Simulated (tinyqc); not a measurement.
Changing the incident fluence: millisecond and nanosecond annealing: surface heating, thermal budget and solid-phase regrowth. Computed by tinyqc, a small Python program. Command: `OMP_NUM_THREADS=1 python tinyqc.py 3020473 3020474 out.jsonl flash sweep`. One thread of a shared host (Intel(R) Xeon(R) Processor @ 2.30GHz), about 0.03 s of CPU time with the checks.

A square pulse heats the surface of a thick wafer with constant thermal properties; losses by radiation are neglected and silicon melts at 1414 C.

Inputs (values chosen for the exercise, modelled on hot silicon with boron):

| quantity | value | unit |
|---|---|---|
| pulse length t_p | 2.6e-07 | s |
| reflectance R | 0.38 | - |
| thermal conductivity k | 0.29 | W/(cm K) |
| heat capacity per volume c | 2.21 | J/(cm^3 K) |
| preheat temperature T0 | 400 | C |
| dopant prefactor D0 | 1.08 | cm^2/s |
| dopant activation energy E | 3.49 | eV |
| regrowth prefactor v0 | 5.4e+08 | cm/s |
| regrowth energy E_v | 2.68 | eV |

Source: pulsed laser.

Constants: k_B = 8.617333262e-05 eV/K.

Method:
- Absorbed flux q = (1 - R) fluence/t_p; kappa = k/c. With f(z, t) = (2 q/k) sqrt(kappa t) ierfc(z/(2 sqrt(kappa t))), ierfc(x) = exp(-x^2)/sqrt(pi) - x erfc(x): T = T0 + f(z, t) during the pulse and T0 + f(z, t) - f(z, t - t_p) after it.
- At the surface the rise at the end of the pulse is 2 q sqrt(t_p/(pi k c)); the fluence that just melts the surface scales with (1414 - T0).
- Temperatures in kelvin are T(C) + 273.15.
- Integrate exp(-E/(k_B T(t))) at the surface from 0 to 10 t_p (Gauss-Legendre, 60 points in sqrt(t) up to t_p and 60 in sqrt(t - t_p) after it). (Dt) = D0 x integral with E; regrowth = v0 x integral with E_v; effective time = integral/exp(-E/(k_B T_peak)).

One run for each value:

| incident fluence (J/cm^2) | peak temperature (C) | diffusion length 2 sqrt(Dt) (nm) | possible regrowth (nm) | effective time over t_p |
|---|---|---|---|---|
| 0.299 | 912 | 0.00015 | 9.596e-04 | 0.1301 |
| 0.332 | 969 | 0.00032 | 3.118e-03 | 0.1282 |
| 0.364 | 1024 | 0.00063 | 8.902e-03 | 0.1271 |
| 0.397 | 1080 | 0.00120 | 2.412e-02 | 0.1266 |
| 0.429 | 1135 | 0.00215 | 5.893e-02 | 0.1265 |
| 0.462 | 1192 | 0.00375 | 1.384e-01 | 0.1268 |
| 0.494 | 1247 | 0.00618 | 2.988e-01 | 0.1273 |
| 0.526 | 1301 | 0.00986 | 6.127e-01 | 0.1281 |
| 0.559 | 1358 | 0.01546 | 1.224e+00 | 0.1290 |

What does the table show, and why?

Over the rows, peak temperature (C) rises from 912 to 1360 (exponent d ln y / d ln x 0.57 between the first rows and 0.70 between the last); diffusion length 2 sqrt(Dt) (nm) rises from 1.46e-4 to 0.0155 (exponent d ln y / d ln x about 7.5 throughout); possible regrowth (nm) rises from 9.60e-4 to 1.22 (exponent d ln y / d ln x about 11 throughout). Regrowth rises by a factor 1280 and (Dt) by 11200: the process with the higher activation energy gains more from a hotter peak.

Caution (all rows): equilibrium diffusivities are used; implant damage enhances diffusion, and k and c vary with temperature. Caution (all rows): a diffusion length below the atomic spacing of 0.235 nm means about one jump per atom or fewer, so the profile does not change measurably. Caution (rows 0.462, 0.494, 0.526, 0.559): the peak lies above 1150 C, and amorphous silicon melts some 200 to 250 K below the crystal, so a layer that has not regrown before the peak may melt instead.

Extremes, crossings and ranges named in words are read from the listed rows.
